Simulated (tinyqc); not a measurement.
Quaternary alloy A(x)B(1-x)C(y)D(1-y) matched to a substrate: one step. The gap by rule 1. Two cases, with inputs chosen for the exercise.

Question. Give the four weights, the bilinear part, the two bowing terms, the gap and hc/gap.

Q(x,y) = x y Q_AC + x (1 - y) Q_AD + (1 - x) y Q_BC + (1 - x)(1 - y) Q_BD for the lattice constant. Gap, rule 1: Q(x,y) - x (1 - x)[y C_ABC + (1 - y) C_ABD] - y (1 - y)[x C_ACD + (1 - x) C_BCD]. Rule 2 (mean of ternaries): {x (1 - x)[y T_ABC(x) + (1 - y) T_ABD(x)] + y (1 - y)[x T_ACD(y) + (1 - x) T_BCD(y)]}/{x (1 - x) + y (1 - y)}, T_ABC(x) = x E_AC + (1 - x) E_BC - C_ABC x (1 - x), T_ACD(y) = y E_AC + (1 - y) E_AD - C_ACD y (1 - y), and alike. Only the Gamma valley is followed.

Constants: hc = 1239.841984 eV nm.

Case 1.

Values chosen (out of a larger set: AC, AD, BC, BD near GaAs, GaSb, InAs and InSb; substrate near InAs; not measured data): Eg = (1.5, 0.805, 0.42, 0.235) eV (gaps at Gamma of AC, AD, BC, BD); Cb = (0.503, 0.41, 1.546, 0.709) eV (bowing of ABC, ABD, ACD, BCD); y = 0.99 (fraction of C).

x = 0.010447

Case 2.

Values chosen (out of a larger set: AC, AD, BC, BD near GaAs, GaSb, InAs and InSb; substrate near InP; not measured data): Eg = (1.499, 0.802, 0.419, 0.232) eV (gaps at Gamma of AC, AD, BC, BD); Cb = (0.428, 0.426, 1.247, 0.629) eV (bowing of ABC, ABD, ACD, BCD); y = 0.67 (fraction of C).

x = 0.817041

Give: weights of AC, AD, BC, BD; bilinear part; bowing terms; gap; wavelength.

Answer.

Case 1.

weights of AC, AD, BC, BD: 0.0103  0.0001  0.9797  0.0099

bilinear part = 0.4294 eV

bowing terms (eV): 0.0052  0.0071

gap = 0.4171 eV
wavelength = 2973 nm

Case 2.

weights of AC, AD, BC, BD: 0.5474  0.2696  0.1226  0.0604

bilinear part = 1.1022 eV

bowing terms (eV): 0.0639  0.2507

gap = 0.7876 eV
wavelength = 1574 nm

Computed by tinyqc, one run a case: `OMP_NUM_THREADS=1 python tinyqc.py N N+1 out.jsonl` with N = 1050482, 1051226; one thread of a shared Intel(R) Xeon(R) Processor @ 2.30GHz, about 0.01 s a run at most.
